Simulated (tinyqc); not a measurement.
# Ellipsometry and reflectance of a transparent film on an absorbing substrate: two studies

Air (index 1), film, substrate with N2 = n2 - i k2; time factor exp(+i w t). q_j = sqrt(N_j^2 - sin^2 th), root with positive real part. Fresnel coefficients r_s = (q_a - q_b)/(q_a + q_b), r_p = (N_b^2 q_a - N_a^2 q_b)/(N_b^2 q_a + N_a^2 q_b). tan(Psi) exp(i Delta) = R_p/R_s, Delta taken from 0 to 360 degrees.

Parameters, values chosen for the exercise; indices close to those of silicon nitride on silicon:
```
symbol,value,unit,meaning
lam,800,nm,wavelength
th,75,degrees,angle of incidence
n1,2.039,,index of the transparent film
d,400,nm,film thickness
n2,3.692,,index of the substrate
k2,0.0065,,extinction coefficient of the substrate
```

Each table varies one quantity; the others keep the values above.

## Psi and Delta against the film thickness

beta = 2 pi d q1/lam, X = exp(-2 i beta), R = (r01 + r12 X)/(1 + r01 r12 X) for p and s. The last column is the derivative of Delta.

Psi and Delta against the film thickness:
```
d (nm)	Psi (degrees)	Delta (degrees)	|R_p|^2	|R_s|^2	dDelta/dd (degrees/nm)
0	0.33588	9.2759	2.5688e-5	0.74748	82.494
24	11.514	70.902	0.030222	0.72833	-0.63888
49	21.516	54.935	0.10247	0.65934	-0.62265
73	29.676	39.890	0.17084	0.52611	-0.66734
98	38.038	18.020	0.21277	0.34762	-1.1921
122	38.710	345.12	0.21482	0.33446	-1.2699
147	30.541	321.83	0.17674	0.50771	-0.69072
171	22.418	306.63	0.11037	0.64854	-0.61949
196	12.632	290.72	0.036357	0.72383	-0.64444
220	1.3486	286.16	4.1417e-4	0.74726	4.4213
```

Psi goes from 0.336 through a maximum of 38.7 (at d = 122 nm among the rows listed) to 1.35 degrees. The period is 222.8 nm, after which Psi and Delta return to the values of the bare substrate, so one angle and wavelength fix d only up to a multiple of it. The size of the slope of Delta runs from 0.619 to 82.5 degrees/nm among the rows; Delta is counted modulo 360 degrees, and sharper features can lie between the rows.

## Effect of the angle of incidence

Same model as above.

dDelta/dd is the derivative of Delta; period lam/(2 q1).

Effect of the angle of incidence:
```
th (degrees)	Psi (degrees)	Delta (degrees)	|R_p|^2	|R_s|^2	dDelta/dd (degrees/nm)	period (nm)
50	30.36	192.3	0.1573	0.4582	-0.5478	211.7
55	26.41	200.4	0.1195	0.4844	-0.7568	214.2
60	22.04	213.6	0.08457	0.5159	-1.060	216.7
65	18.12	235.5	0.05952	0.5556	-1.401	219.0
70	16.81	268.7	0.05538	0.6067	-1.302	221.0
75	20.17	302.7	0.09086	0.6734	-0.6284	222.8
80	27.18	327.4	0.2002	0.7596	-0.2027	224.0
85	35.82	345.1	0.4524	0.8683	-0.05351	224.8
```

Psi goes from 30.4 through a minimum of 16.8 (at th = 70 among the rows listed) to 35.8 degrees and |R_p|^2 goes from 0.157 through a minimum of 0.0554 (at th = 70 among the rows listed) to 0.452. The slope of Delta is largest in size, 1.40 degrees/nm, at th = 65 among the rows. The bare substrate has its smallest |R_p| near arctan(n2) = 74.8 degrees.

tinyqc, about 0.01 s, one thread, Intel Xeon 2.30GHz (shared host): `OMP_NUM_THREADS=1 python tinyqc.py 2870134 2870135 out.jsonl`
